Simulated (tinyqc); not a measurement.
Trench capacitor in an array: capacitance, non-linearity, leakage and relaxation: two steps of the calculation.

A film between two metal electrodes, each interface adding a series capacitance ci. The small-signal permittivity is ek (1 + aq E^2); the field is found with the linear permittivity. Leakage J = J0 sinh(E/Ef). After a voltage step the film passes a relaxation current kr C V tt^(-nr), tt being the time in seconds. The sidewall is a coaxial capacitor with radii a = dm/2 - t and b = dm/2, depth AR dm; the end face is left out.

Values chosen for this exercise; permittivity of the order of that of strontium titanate:

| symbol | value | unit | meaning |
|---|---|---|---|
| ek | 143 |  | relative permittivity of the film |
| t | 26 | nm | film thickness |
| ci | 1000 | uF/cm^2 | capacitance of each electrode interface (dead layer and screening) |
| aq | -0.025 | cm^2/MV^2 | quadratic field coefficient of the permittivity |
| V | 2.4 | V | bias |
| J0 | 3.6e-10 | A/cm^2 | leakage prefactor |
| Ef | 0.26 | MV/cm | field for an e-fold rise of the leakage |
| dm | 150 | nm | diameter of the hole |
| AR | 20 |  | aspect ratio, depth over diameter |
| pt | 220 | nm | pitch of the square array |
| rho | 180 | uohm cm | resistivity of the inner electrode |

Constants: eps0 = 8.8541878128e-14 F/cm where lengths are in cm. Results are converted to the units shown.

Question 1. Planar capacitance, field and non-linearity. Planar film: Cf = eps0 ek/t, 1/C = 1/Cf + 2/ci, EOT = 3.9 eps0/C, effective permittivity C t/eps0, E = (V/t) C/Cf; quadratic coefficient [C(V)/C - 1]/V^2 with Cf (1 + aq E^2) in C(V).

Give: Cf; C; EOT; effective permittivity; E; quadratic coefficient; J.

Answer 1.

Cf = 4.8698 uF/cm^2
C = 4.8228 uF/cm^2
EOT = 0.71600 nm
effective permittivity = 141.62
E = 0.91417 MV/cm
quadratic coefficient = -3593.0 ppm/V^2
J = 6.0519e-9 A/cm^2

The interfaces take 0.965 % of the voltage.

Question 2. Cell capacitance, fields and time constant. Per length 1/c = ln(b/a)/(2 pi eps0 ek) + (1/a + 1/b)/(2 pi ci); cell capacitance c AR dm; per footprint over pt^2; fields c V/(2 pi eps0 ek r) at r = a and b; resistance of the inner electrode rho AR dm/(pi a^2); time constant R C/3 of the distributed line.

Find: a; b; cell capacitance; capacitance per footprint; field at a; field at b; R; R C/3.

Answer 2.

a = 49.00 nm
b = 75.00 nm
cell capacitance = 55.51 fF
capacitance per footprint = 114.7 uF/cm^2
field at a = 1.139 MV/cm
field at b = 0.7443 MV/cm
R = 0.7159 kohm
R C/3 = 13.25 ps

The array gives 23.8 times the planar capacitance per footprint; curvature makes the field at the inner electrode 1.25 times the planar value.

Numbers from tinyqc (`OMP_NUM_THREADS=1 python tinyqc.py 2102069 2102070 out.jsonl`; about 0.01 s on one thread of a shared Intel Xeon 2.30GHz).
